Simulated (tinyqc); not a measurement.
Ballistic conductance of a hard-wall wire of circular section by counting modes: thermal smearing.

Subband edges E_(l,s) = C (j_(l,s)/a)^2/m with j_(l,s) the s-th zero of the Bessel function J_l; levels with l > 0 count twice; C = hbar^2/(2 m0). Every mode transmits fully; spin gives the factor 2 in 2 q^2/h, valleys the factor gv.

G = (2 q^2/h) gv M; at zero temperature M counts the edges below Ef, at T it is the sum of degeneracy times f. The smooth (Sharvin) count is kF^2 A/(4 pi), kF = sqrt(m Ef/C), A = pi a^2, perimeter p = 2 pi a, and with the boundary term kF^2 A/(4 pi) - kF p/(4 pi). f = 1/(1 + exp((E_n - Ef)/Vt)).

Inputs (values chosen for the exercise):
- m = 0.43 m0 (mass)
- gv = 2 (valleys)
- Ef = 0.251 eV (Fermi energy above the bulk band edge)
- a = 4.2 nm (radius)

Constants: q = 1.602176634e-19 C, kB = 1.380649e-23 J/K, hbar = 1.054571817e-34 J s, h = 6.62607015e-34 J s, m0 = 9.1093837015e-31 kg, Vt = kB T/q, hbar^2/(2 m0) = 0.0380998212 eV nm^2. Results are converted to the units shown.

Thermal smearing:
```
T (K)  kB T (meV)  M at T  G (uS)
2         0.17235  10.000  1549.6
10        0.86173  9.9754  1545.8
30         2.5852  9.6237  1491.3
77         6.6353  9.2818  1438.3
150        12.926  9.1907  1424.2
220        18.958  9.1772  1422.1
300        25.852  9.1688  1420.8
400        34.469  9.1692  1420.9
```

M at T falls from 10.0 to 9.17; the integer count is 10. The edge nearest to Ef lies 3.78 meV from it, and M stays within 0.01 of the integer up to 2 K among the rows.

Numbers from tinyqc (`OMP_NUM_THREADS=1 python tinyqc.py 2740046 2740047 out.jsonl`; about 0.04 s on one thread of a shared Intel Xeon 2.30GHz).
